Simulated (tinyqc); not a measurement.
Thin-film optics by transfer matrices: sweeps and comparisons. A value that a table varies takes the place of the one given here.

Indices N = n + i k. Snell: N0 sin(theta) = N_j sin(theta_j), with Im(N_j cos theta_j) >= 0. Admittance y_j = N_j cos theta_j for s and N_j/cos theta_j for p. Phase delta_j = 2 pi N_j cos theta_j d_j/lambda. Layer matrix [[cos delta, -i sin delta/y], [-i y sin delta, cos delta]], multiplied from the top down to M. (B, C) = M (1, y_sub); r = (y0 B - C)/(y0 B + C), R = |r|^2, T = 4 Re y0 Re y_sub/|y0 B + C|^2, absorbed in the films 1 - R - T.

Ellipsometry: rho = tan(Psi) exp(i Delta) = -conj(r_p/r_s) with the r of the admittance formula, Delta in 0 to 360 degrees, so that a bare dielectric at small angles gives Delta = 180.

Inputs chosen for the exercise (indices near those of Si3N4 on Si; the results hold for these values, not for the real material): lam = 633 nm (vacuum wavelength); n0 = 1 (ambient index); n = (2.049, 3.811) (n of Si3N4, substrate); k = (0, 0.021) (k in the same order); d = (159) nm (thicknesses, top first); theta = 45 degrees (angle of incidence); pol = p (polarisation).

## Swing curve: thickness of the top film

The first entry of d takes the values listed.

Stack:
```
d_1 (nm)       R       T  absorbed
159.0     0.2150  0.7850    0.0000
186.4     0.1879  0.8121    0.0000
213.9     0.0892  0.9108    0.0000
241.3     0.0077  0.9923    0.0000
268.7     0.0480  0.9520    0.0000
296.1     0.1549  0.8451    0.0000
323.6     0.2151  0.7849    0.0000
351.0     0.1878  0.8122    0.0000
378.4     0.0895  0.9105    0.0000
405.9     0.0077  0.9923    0.0000
433.3     0.0481  0.9519    0.0000
460.7     0.1550  0.8450    0.0000
488.2     0.2151  0.7849    0.0000
```

R swings between 0.0077 and 0.2151 on these points. The period is lambda/(2 Re(N_1 cos theta_1)) = 164.6 nm, six rows. The film does not absorb, so the swing repeats exactly. The swing ratio (max - min)/mean is 1.66.

## Angle of incidence

Both polarisations.

Stack:
```
theta (degrees)     R_s     R_p    Psi   Delta
0                0.3393  0.3393  45.00  180.00
15               0.3527  0.3279  43.95  179.84
30               0.3932  0.2895  40.63  180.01
45               0.4631  0.2150  34.27  182.68
55               0.5301  0.1430  27.45  188.37
60               0.5717  0.1023  22.93  194.04
65               0.6200  0.0623  17.59  204.29
70               0.6762  0.0303  11.95  227.25
75               0.7415  0.0228   9.94  281.31
80               0.8168  0.0790  17.28  326.86
85               0.9029  0.3018  30.03  347.02
```

R_s and R_p agree at normal incidence (0.3393). R_p is lowest at 75 degrees of those listed (0.0228), where R_s = 0.7415; the top face alone would stop reflecting p light at arctan(n/n0) = 64.0 degrees, while the layers and the substrate below set where the minimum falls. R_s rises steadily with the angle.

## Sensitivity of the reflectance

R for both polarisations. Each row changes one parameter from the base and keeps the others.

Results:
```
case                   R_s     R_p     T_s
base                0.4631  0.2150  0.5369
d = (164) nm        0.4656  0.2168  0.5344
n = (2.09, 3.811)   0.4653  0.2166  0.5347
k = (0, 0.033)      0.4632  0.2152  0.5368
lam = 638 nm        0.4618  0.2141  0.5382
theta = 50 degrees  0.4942  0.1811  0.5058
```

The largest shifts from the base row, up to three for each result and ties (the steps differ in size, so this ranks the rows, not the parameters). R_s: theta +0.0311, d +0.0025, n +0.0023. R_p: theta -0.0340, d +0.0017, n +0.0016. T_s: theta -0.0311, d -0.0025, n -0.0023.

Program tinyqc; command `OMP_NUM_THREADS=1 python tinyqc.py 1681415 1681416 out.jsonl`; about 0.02 s on one thread of a shared Intel(R) Xeon(R) Processor @ 2.30GHz.
